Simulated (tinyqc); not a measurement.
p-type polysilicon, carrier trapping at grain boundaries: one step of the calculation.

One-dimensional grains of size Lg, uniform ionised doping N, monovalent traps Qt at each boundary at a depth Et below (for electrons) or above (for holes) the band edge there, abrupt depletion of width W on each side of a boundary, Boltzmann statistics. xi is the distance from the band edge at the grain centre to the Fermi level. Trapped charge Qt/(1 + exp((xi + VB - Et)/Vt)) = 2 N W, barrier VB = q N W^2/(2 eps0 eps_r).

Problem. Depletion width, Fermi level and barrier. If the trap equation with xi = Vt ln(NB/N) has a root W < Lg/2, the grain is partly depleted; otherwise W = Lg/2 and the trap equation gives xi = Et - VB + Vt ln(Qt/(N Lg) - 1). N* = Qt/Lg.

Inputs (values chosen for the exercise); values of the order met in polycrystalline silicon: temperature T = 300 K; relative permittivity eps_r = 11.7; valence-band density of states at T NB = 2.65e19 cm^-3; grain size Lg = 40 nm; trap density of a grain boundary Qt = 2.1e12 cm^-2; depth of the trap level from the majority band edge at the boundary Et = 0.42 eV; doping N = 2e17 cm^-3.

Constants: q = 1.602176634e-19 C, kB = 1.380649e-23 J/K, Vt = kB T/q, eps0 = 8.8541878128e-14 F/cm where lengths are in cm. Results are converted to the units shown.

Wanted: N*; W; xi; VB; share of traps filled.

Solution.

N* = 5.2500e17 cm^-3
W = 20.000 nm
xi = 0.37069 V
VB = 0.061864 V
share of traps filled = 0.38095

N is 0.381 N*, and the grain is fully depleted; VB = 2.39 Vt.

Program tinyqc, `OMP_NUM_THREADS=1 python tinyqc.py 2830119 2830120 out.jsonl`; Intel Xeon 2.30GHz, shared host, one thread, about 0.01 s.
